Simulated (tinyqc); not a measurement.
RKS/exchange-only LDA in the 6-31g basis, for H3+, spin multiplicity 1, step by step. One step of it, computed by the program tinyqc.

Problem. Iteration 1: building the Kohn-Sham matrix. J_ij = sum D_kl (ij|kl); F = H + J + V_xc; E = tr D H + tr D J / 2 + E_xc + E_nn.

D at the start:
```
           1H 1s     1H 2s      2H 1s     2H 2s      3H 1s     3H 2s
1H 1s   0.181389  0.196685  -0.004998  0.001054  -0.005361  0.001365
1H 2s   0.196685  0.213766   0.001054  0.008433   0.000904  0.009057
2H 1s  -0.004998  0.001054   0.181389  0.196685  -0.005361  0.001365
2H 2s   0.001054  0.008433   0.196685  0.213766   0.000904  0.009057
3H 1s  -0.005361  0.000904  -0.005361  0.000904   0.181189  0.196825
3H 2s   0.001365  0.009057   0.001365  0.009057   0.196825  0.214397
```

core Hamiltonian H = T + V (hartree):
```
           1H 1s      1H 2s      2H 1s      2H 2s      3H 1s      3H 2s
1H 1s  -1.301961  -1.161459  -0.646210  -0.828900  -0.550601  -0.778853
1H 2s  -1.161459  -1.313997  -0.828900  -1.105892  -0.768608  -1.064687
2H 1s  -0.646210  -0.828900  -1.301961  -1.161459  -0.550601  -0.778853
2H 2s  -0.828900  -1.105892  -1.161459  -1.313997  -0.768608  -1.064687
3H 1s  -0.550601  -0.768608  -0.550601  -0.768608  -1.264263  -1.138887
3H 2s  -0.778853  -1.064687  -0.778853  -1.064687  -1.138887  -1.294872
```

Two-electron integrals (ij|kl) in chemists' order, unique and non-zero (hartree):
```
(11|11) 1.076566   (21|11) 0.578470   (21|21) 0.329423   (22|11) 0.587396
(22|21) 0.361304   (22|22) 0.453150   (31|11) 0.220285   (31|21) 0.128108
(31|22) 0.144458   (31|31) 0.067642   (32|11) 0.248701   (32|21) 0.154477
(32|22) 0.195189   (32|31) 0.088343   (32|32) 0.133622   (33|11) 0.530834
(33|21) 0.338908   (33|22) 0.447296   (33|31) 0.220285   (33|32) 0.360554
(33|33) 1.076566   (41|11) 0.360554   (41|21) 0.206544   (41|22) 0.228666
(41|31) 0.088343   (41|32) 0.109549   (41|33) 0.248701   (41|41) 0.133622
(42|11) 0.414323   (42|21) 0.257195   (42|22) 0.329318   (42|31) 0.117851
(42|32) 0.170638   (42|33) 0.414323   (42|41) 0.170638   (42|42) 0.261806
(43|11) 0.338908   (43|21) 0.214918   (43|22) 0.283714   (43|31) 0.128108
(43|32) 0.206544   (43|33) 0.578470   (43|41) 0.154477   (43|42) 0.257195
(43|43) 0.329423   (44|11) 0.447296   (44|21) 0.283714   (44|22) 0.382313
(44|31) 0.144458   (44|32) 0.228666   (44|33) 0.587396   (44|41) 0.195189
(44|42) 0.329318   (44|43) 0.361304   (44|44) 0.453150   (51|11) 0.176653
(51|21) 0.103461   (51|22) 0.117974   (51|31) 0.045280   (51|32) 0.057180
(51|33) 0.128345   (51|41) 0.067872   (51|42) 0.089557   (51|43) 0.080700
(51|44) 0.103356   (51|51) 0.045810   (52|11) 0.221250   (52|21) 0.138410
(52|22) 0.177557   (52|31) 0.062626   (52|32) 0.088284   (52|33) 0.205122
(52|41) 0.092199   (52|42) 0.139952   (52|43) 0.129756   (52|44) 0.170479
(52|51) 0.067186   (52|52) 0.115894   (53|11) 0.128345   (53|21) 0.080700
(53|22) 0.103356   (53|31) 0.045280   (53|32) 0.067872   (53|33) 0.176653
(53|41) 0.057180   (53|42) 0.089557   (53|43) 0.103461   (53|44) 0.117974
(53|51) 0.038245   (53|52) 0.063987   (53|53) 0.045810   (54|11) 0.205122
(54|21) 0.129756   (54|22) 0.170479   (54|31) 0.062626   (54|32) 0.092199
(54|33) 0.221250   (54|41) 0.088284   (54|42) 0.139952   (54|43) 0.138410
(54|44) 0.177557   (54|51) 0.063987   (54|52) 0.114097   (54|53) 0.067186
(54|54) 0.115894   (55|11) 0.497042   (55|21) 0.319779   (55|22) 0.431039
(55|31) 0.146987   (55|32) 0.215728   (55|33) 0.497042   (55|41) 0.215728
(55|42) 0.347645   (55|43) 0.319779   (55|44) 0.431039   (55|51) 0.176653
(55|52) 0.334639   (55|53) 0.176653   (55|54) 0.334639   (55|55) 1.076566
(61|11) 0.334639   (61|21) 0.191876   (61|22) 0.212738   (61|31) 0.078102
(61|32) 0.095849   (61|33) 0.213499   (61|41) 0.122216   (61|42) 0.155073
(61|43) 0.134321   (61|44) 0.174266   (61|51) 0.067186   (61|52) 0.092595
(61|53) 0.053832   (61|54) 0.087274   (61|55) 0.221250   (61|61) 0.115894
(62|11) 0.392264   (62|21) 0.243831   (62|22) 0.313172   (62|31) 0.103868
(62|32) 0.146085   (62|33) 0.342855   (62|41) 0.157994   (62|42) 0.238041
(62|43) 0.216335   (62|44) 0.287812   (62|51) 0.093137   (62|52) 0.151602
(62|53) 0.086686   (62|54) 0.148083   (62|55) 0.392264   (62|61) 0.151602
(62|62) 0.240073   (63|11) 0.213499   (63|21) 0.134321   (63|22) 0.174266
(63|31) 0.078102   (63|32) 0.122216   (63|33) 0.334639   (63|41) 0.095849
(63|42) 0.155073   (63|43) 0.191876   (63|44) 0.212738   (63|51) 0.053832
(63|52) 0.087274   (63|53) 0.067186   (63|54) 0.092595   (63|55) 0.221250
(63|61) 0.085531   (63|62) 0.136882   (63|63) 0.115894   (64|11) 0.342855
(64|21) 0.216335   (64|22) 0.287812   (64|31) 0.103868   (64|32) 0.157994
(64|33) 0.392264   (64|41) 0.146085   (64|42) 0.238041   (64|43) 0.243831
(64|44) 0.313172   (64|51) 0.086686   (64|52) 0.148083   (64|53) 0.093137
(64|54) 0.151602   (64|55) 0.392264   (64|61) 0.136882   (64|62) 0.229535
(64|63) 0.151602   (64|64) 0.240073   (65|11) 0.319779   (65|21) 0.204235
(65|22) 0.274373   (65|31) 0.093213   (65|32) 0.136840   (65|33) 0.319779
(65|41) 0.136840   (65|42) 0.220020   (65|43) 0.204235   (65|44) 0.274373
(65|51) 0.103461   (65|52) 0.191876   (65|53) 0.103461   (65|54) 0.191876
(65|55) 0.578470   (65|61) 0.138410   (65|62) 0.243831   (65|63) 0.138410
(65|64) 0.243831   (65|65) 0.329423   (66|11) 0.431039   (66|21) 0.274373
(66|22) 0.373022   (66|31) 0.121628   (66|32) 0.180902   (66|33) 0.431039
(66|41) 0.180902   (66|42) 0.294870   (66|43) 0.274373   (66|44) 0.373022
(66|51) 0.117974   (66|52) 0.212738   (66|53) 0.117974   (66|54) 0.212738
(66|55) 0.587396   (66|61) 0.177557   (66|62) 0.313172   (66|63) 0.177557
(66|64) 0.313172   (66|65) 0.361304   (66|66) 0.453150
```

nuclear repulsion = 1.54989777 hartree

V_xc (hartree):
```
           1H 1s      1H 2s      2H 1s      2H 2s      3H 1s      3H 2s
1H 1s  -0.391363  -0.218088  -0.103448  -0.144517  -0.084192  -0.134497
1H 2s  -0.218088  -0.232137  -0.144517  -0.189212  -0.133410  -0.181322
2H 1s  -0.103448  -0.144517  -0.391363  -0.218088  -0.084192  -0.134497
2H 2s  -0.144517  -0.189212  -0.218088  -0.232137  -0.133410  -0.181322
3H 1s  -0.084192  -0.133410  -0.084192  -0.133410  -0.388147  -0.215691
3H 2s  -0.134497  -0.181322  -0.134497  -0.181322  -0.215691  -0.229445
```

E_xc = sum of w rho eps_xc = -0.46948115 hartree

Give: Coulomb J; Kohn-Sham matrix F; total energy of this density.

Solution.

Coulomb J (hartree):
```
        1H 1s   1H 2s   2H 1s   2H 2s   3H 1s   3H 2s
1H 1s  1.2003  0.7271  0.3370  0.4825  0.2774  0.4502
1H 2s  0.7271  0.9013  0.4825  0.7183  0.4460  0.6886
2H 1s  0.3370  0.4825  1.2003  0.7271  0.2774  0.4502
2H 2s  0.4825  0.7183  0.7271  0.9013  0.4460  0.6886
3H 1s  0.2774  0.4460  0.2774  0.4460  1.1830  0.7174
3H 2s  0.4502  0.6886  0.4502  0.6886  0.7174  0.8926
```

Kohn-Sham matrix F (hartree):
```
         1H 1s    1H 2s    2H 1s    2H 2s    3H 1s    3H 2s
1H 1s  -0.4930  -0.6524  -0.4127  -0.4909  -0.3574  -0.4631
1H 2s  -0.6524  -0.6448  -0.4909  -0.5768  -0.4560  -0.5575
2H 1s  -0.4127  -0.4909  -0.4930  -0.6524  -0.3574  -0.4631
2H 2s  -0.4909  -0.5768  -0.6524  -0.6448  -0.4560  -0.5575
3H 1s  -0.3574  -0.4560  -0.3574  -0.4560  -0.4694  -0.6372
3H 2s  -0.4631  -0.5575  -0.4631  -0.5575  -0.6372  -0.6317
```

total energy of this density = -0.814531 hartree

This density is the starting one; it is not idempotent, so its energy is not variational and may lie below the converged one.
